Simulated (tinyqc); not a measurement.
Inside a calculation. Method: RKS/LDA (VWN5) in the sto-3g basis, for H3+, spin multiplicity 1. Computed by tinyqc, a small Python program that keeps every step (integrals from PySCF). Settings: charge = 1, multiplicity = 1, basis = sto-3g, energy threshold = 1e-08, iteration cap = 54, orthogonalisation = symmetric, start = core, DIIS depth = 0, method = RKS, functional = lda,vwn, grid = [40, 14]. Command: `OMP_NUM_THREADS=1 python tinyqc.py 26560 26561 out.jsonl` (the two numbers bound the seeds that draw the settings). One thread of a shared host (Intel(R) Xeon(R) Processor @ 2.60GHz), about 0.3 s of CPU time with the checks. Later iterations appear only in the table of the cycle.

## One-electron integrals

Geometry (angstrom):
```
atom         x         y          z
H     0.000000  0.000000   0.000000
H     0.000000  0.000000   0.953000
H     0.000000  0.000000  -0.953000
```

Basis sto-3g: exponents (1/bohr^2) and contraction coefficients of normalised primitives:
```
element  l (shell)  exponent  coefficient
H            s (1)  3.425251     0.154329
H            s (1)  0.623914     0.535328
H            s (1)  0.168855     0.444635
```

Overlap, kinetic and nuclear-attraction integrals over the contracted functions; the nuclear repulsion is the sum of Za Zb / Rab.

nuclear repulsion = 1.38818786 hartree

overlap S, lower triangle:
```
          1H 1s     2H 1s     3H 1s
1H 1s  1.000000
2H 1s  0.524587  1.000000
3H 1s  0.524587  0.138831  1.000000
```

kinetic energy T (hartree), lower triangle:
```
          1H 1s      2H 1s     3H 1s
1H 1s  0.760032
2H 1s  0.129683   0.760032
3H 1s  0.129683  -0.008679  0.760032
```

nuclear attraction V (hartree), lower triangle:
```
           1H 1s      2H 1s      3H 1s
1H 1s  -2.296117
2H 1s  -1.054816  -2.038834
3H 1s  -1.054816  -0.258564  -2.038834
```

core Hamiltonian H = T + V (hartree), lower triangle:
```
           1H 1s      2H 1s      3H 1s
1H 1s  -1.536085
2H 1s  -0.925132  -1.278802
3H 1s  -0.925132  -0.267243  -1.278802
```

## Two-electron integrals

Functions are numbered as in S; the eight-fold symmetry (ij|kl) = (ji|kl) = (kl|ij) leaves the list below.

Two-electron integrals (ij|kl) in chemists' order, unique and non-zero (hartree):
```
(11|11) 0.774606   (21|11) 0.331566   (21|21) 0.178346   (22|11) 0.493616
(22|21) 0.331566   (22|22) 0.774606   (31|11) 0.331566   (31|21) 0.132319
(31|22) 0.190988   (31|31) 0.178346   (32|11) 0.083338   (32|21) 0.039470
(32|22) 0.066655   (32|31) 0.039470   (32|32) 0.010096   (33|11) 0.493616
(33|21) 0.190988   (33|22) 0.276311   (33|31) 0.331566   (33|32) 0.066655
(33|33) 0.774606
```

## Orthogonalisation

S = U s U^T; symmetric (Loewdin) form X = U s^(-1/2) U^T, so that X^T S X = 1.

eigenvalues of S: 0.324297  0.861169  1.814534

X, lower triangle:
```
           1H 1s     2H 1s     3H 1s
1H 1s   1.296406
2H 1s  -0.356821  1.139785
3H 1s  -0.356821  0.062189  1.139785
```

## Starting guess

The start is the orbitals of the core Hamiltonian; D = 2 C_occ C_occ^T.

D at the start, lower triangle:
```
          1H 1s     2H 1s     3H 1s
1H 1s  1.032828
2H 1s  0.339668  0.111707
3H 1s  0.339668  0.111707  0.111707
```

## Iteration 1: exchange-correlation on the grid

Becke grid with 40 radial and 14 angular points per atom, points of zero weight dropped. rho = sum D_ij phi_i phi_j; V_xc,ij = sum w v_xc phi_i phi_j; v_xc is d(rho eps)/d rho.

The 8 grid points with the largest w rho, of 1626 (bohr, atomic units):
```
x                  y          z         w       rho     eps_xc       v_xc
0.579602    0.579602  -0.579602  0.122831  0.078138  -0.367329  -0.479878
-0.579602   0.579602  -0.579602  0.122831  0.078138  -0.367329  -0.479878
-0.579602  -0.579602  -0.579602  0.122831  0.078138  -0.367329  -0.479878
0.579602   -0.579602  -0.579602  0.122831  0.078138  -0.367329  -0.479878
-0.579602  -0.579602   0.579602  0.122831  0.078138  -0.367329  -0.479878
0.579602    0.579602   0.579602  0.122831  0.078138  -0.367329  -0.479878
-0.579602   0.579602   0.579602  0.122831  0.078138  -0.367329  -0.479878
0.579602   -0.579602   0.579602  0.122831  0.078138  -0.367329  -0.479878
```

electrons on the grid, sum of w rho = 2.016810

E_xc = sum of w rho eps_xc = -0.64811155 hartree

V_xc (hartree), lower triangle:
```
           1H 1s      2H 1s      3H 1s
1H 1s  -0.469901
2H 1s  -0.203878  -0.326866
3H 1s  -0.203878  -0.050043  -0.326866
```

## Iteration 1: building the Kohn-Sham matrix

J_ij = sum D_kl (ij|kl); F = H + J + V_xc; E = tr D H + tr D J / 2 + E_xc + E_nn.

Coulomb J (hartree), lower triangle:
```
          1H 1s     2H 1s     3H 1s
1H 1s  1.379423
2H 1s  0.620687  0.997096
3H 1s  0.620687  0.156847  0.997096
```

Kohn-Sham matrix F (hartree), lower triangle:
```
           1H 1s      2H 1s      3H 1s
1H 1s  -0.626563
2H 1s  -0.508323  -0.608572
3H 1s  -0.508323  -0.160438  -0.608572
```

total energy of this density = -1.18588208 hartree

## Iteration 1: diagonalisation and new density

Diagonalise F' = X^T F X, C = X C', fill 1 alpha and 1 beta electrons from the bottom; D = 2 C_occ C_occ^T. Each column has its largest component positive (the first on a tie).

F' = X^T F X (hartree), lower triangle:
```
           1          2          3
1  -0.308297
2  -0.301875  -0.459445
3  -0.301875   0.060933  -0.459445
```

orbital energies (hartree): MO1 -0.782696, MO2 -0.520378, MO3 0.075887

coefficients C:
```
            MO1        MO2        MO3
1H 1s  0.492102   0.000000   1.301210
2H 1s  0.393085   0.761975  -0.833772
3H 1s  0.393085  -0.761975  -0.833772
```

D after iteration 1, lower triangle:
```
          1H 1s     2H 1s     3H 1s
1H 1s  0.484328
2H 1s  0.386876  0.309032
3H 1s  0.386876  0.309032  0.309032
```

## Iteration 2: exchange-correlation on the grid

As before.

The 8 grid points with the largest w rho, of 1626 (bohr, atomic units):
```
x                  y          z         w       rho     eps_xc       v_xc
0.669044    0.669044  -0.669044  0.162365  0.046459  -0.313358  -0.408907
0.669044   -0.669044  -0.669044  0.162365  0.046459  -0.313358  -0.408907
-0.669044   0.669044  -0.669044  0.162365  0.046459  -0.313358  -0.408907
-0.669044  -0.669044  -0.669044  0.162365  0.046459  -0.313358  -0.408907
-0.669044   0.669044   0.669044  0.162365  0.046459  -0.313358  -0.408907
-0.669044  -0.669044   0.669044  0.162365  0.046459  -0.313358  -0.408907
0.669044   -0.669044   0.669044  0.162365  0.046459  -0.313358  -0.408907
0.669044    0.669044   0.669044  0.162365  0.046459  -0.313358  -0.408907
```

electrons on the grid, sum of w rho = 2.016030

E_xc = sum of w rho eps_xc = -0.59470253 hartree

V_xc (hartree), lower triangle:
```
           1H 1s      2H 1s      3H 1s
1H 1s  -0.432528
2H 1s  -0.201558  -0.362693
3H 1s  -0.201558  -0.049600  -0.362693
```

## Iteration 2: building the Kohn-Sham matrix

As before.

Coulomb J (hartree), lower triangle:
```
          1H 1s     2H 1s     3H 1s
1H 1s  1.244858
2H 1s  0.586845  1.009364
3H 1s  0.586845  0.148880  1.009364
```

Kohn-Sham matrix F (hartree), lower triangle:
```
           1H 1s      2H 1s      3H 1s
1H 1s  -0.723755
2H 1s  -0.539845  -0.632131
3H 1s  -0.539845  -0.167963  -0.632131
```

total energy of this density = -1.22421824 hartree

## Iteration 2: diagonalisation and new density

As before.

F' = X^T F X (hartree), lower triangle:
```
           1          2          3
1  -0.421233
2  -0.300730  -0.476545
3  -0.300730   0.062453  -0.476545
```

orbital energies (hartree): MO1 -0.842973, MO2 -0.538998, MO3 0.007648

coefficients C:
```
            MO1        MO2        MO3
1H 1s  0.565218   0.000000   1.271157
2H 1s  0.345091   0.761975  -0.854754
3H 1s  0.345091  -0.761975  -0.854754
```

D after iteration 2, lower triangle:
```
          1H 1s     2H 1s     3H 1s
1H 1s  0.638942
2H 1s  0.390104  0.238176
3H 1s  0.390104  0.238176  0.238176
```

## Iteration 9 (converged): orbitals

converged F (hartree), lower triangle:
```
           1H 1s      2H 1s      3H 1s
1H 1s  -0.701721
2H 1s  -0.532819  -0.627831
3H 1s  -0.532819  -0.166277  -0.627831
```

As before.

F' = X^T F X (hartree), lower triangle:
```
           1          2          3
1  -0.395680
2  -0.300751  -0.473924
3  -0.300751   0.062038  -0.473924
```

orbital energies (hartree): MO1 -0.829186, MO2 -0.535962, MO3 0.021620

coefficients C:
```
            MO1        MO2        MO3
1H 1s  0.547721   0.000000   1.278793
2H 1s  0.356788   0.761975  -0.849938
3H 1s  0.356788  -0.761975  -0.849938
```

D after iteration 9, lower triangle:
```
          1H 1s     2H 1s     3H 1s
1H 1s  0.599997
2H 1s  0.390841  0.254596
3H 1s  0.390841  0.254596  0.254596
```

## Convergence

Stop when the energy changes by less than 1e-08 hartree and every element of the error matrix X^T (F D S - S D F) X is below 3e-05.

Course of the cycle:
```
iteration  E (hartree)     change  largest element of the error matrix
1          -1.18588208          -                             2.15e-01
2          -1.22421824  -3.83e-02                             6.82e-02
3          -1.22796177  -3.74e-03                             2.18e-02
4          -1.22834123  -3.79e-04                             6.98e-03
5          -1.22838013  -3.89e-05                             2.23e-03
6          -1.22838411  -3.98e-06                             7.14e-04
7          -1.22838452  -4.08e-07                             2.29e-04
8          -1.22838456  -4.18e-08                             7.32e-05
9          -1.22838457  -4.28e-09                             2.34e-05
```

PySCF RKS in the same basis, fine grid = -1.22360582 hartree

Converged in 9 iterations. The coarse grid moves the energy by -4.78e-03 hartree.

## Populations, bond orders and dipole

Mulliken: Z minus the diagonal of D S on the atom; Loewdin: the same with S^(1/2) D S^(1/2); Mayer order: 2 sum_s sum (D(s) S)_ij (D(s) S)_ji over the two atoms.

Charges (e):
```
atom   Mulliken   Loewdin
1H    -0.010057  0.019049
2H     0.505028  0.490475
3H     0.505028  0.490475
```

Mayer bond orders:
```
pair     order
2-1   0.499949
3-1   0.499949
3-2   0.244997
```

dipole moment about the origin, x y z (debye): 0.000000  0.000000  0.000000
